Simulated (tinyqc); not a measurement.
Bias-temperature instability, empirical power law with universal recovery: effect of the time exponent at a fixed measured point.

Threshold-voltage shift at the end of a stress: dV = A (V/V0)^g exp[-(Ea q/kB)(1/T - 1/T0)] (t/1 s)^n. After a delay tr the permanent share pp stays and the rest falls by r = 1/(1 + B (tr/t)^be). An empirical model: its parameters are fits, not properties.

The lifetime solves dV = dc; ten years are 3.15576e8 s. A is rescaled so that the shift at ts, V0 and T0 stays the same.

Inputs (values chosen for the exercise): reference stress voltage V0 = 1.7 V; reference temperature T0 = 398 K; shift after 1 s at V0 and T0 A = 4.1 mV; time exponent n = 0.23; voltage exponent g = 3.1; apparent activation energy of the shift Ea = 0.14 eV; use voltage V = 0.99 V; use temperature T = 398 K; failure criterion dc = 50 mV; stress time ts = 10000 s.

Constants: q = 1.602176634e-19 C, kB = 1.380649e-23 J/K. Results are converted to the units shown.

Effect of the time exponent at a fixed measured point:

| nx | A (mV) | shift after ten years (mV) | lifetime (years) |
|---|---|---|---|
| 0.1 | 13.58 | 17.98 | 2.767e5 |
| 0.125 | 10.78 | 23.29 | 4506 |
| 0.15 | 8.566 | 30.18 | 289.5 |
| 0.175 | 6.804 | 39.10 | 40.75 |
| 0.2 | 5.405 | 50.66 | 9.364 |
| 0.225 | 4.293 | 65.64 | 2.983 |
| 0.25 | 3.410 | 85.04 | 1.195 |
| 0.275 | 2.709 | 110.2 | 0.5652 |
| 0.3 | 2.152 | 142.8 | 0.3029 |

The ten-year shift rises from 18.0 to 143 mV and the lifetime falls from 2.77e5 to 0.303 years: an error of 0.025 in the exponent changes the shift by a factor of 1.30 over the 4.50 decades from ts to ten years. For nx = 0.1, 0.125 the lifetime is a formal extrapolation far beyond any test.

Numbers from tinyqc (`OMP_NUM_THREADS=1 python tinyqc.py 2070044 2070045 out.jsonl`; about 0.01 s on one thread of a shared Intel Xeon 2.30GHz).
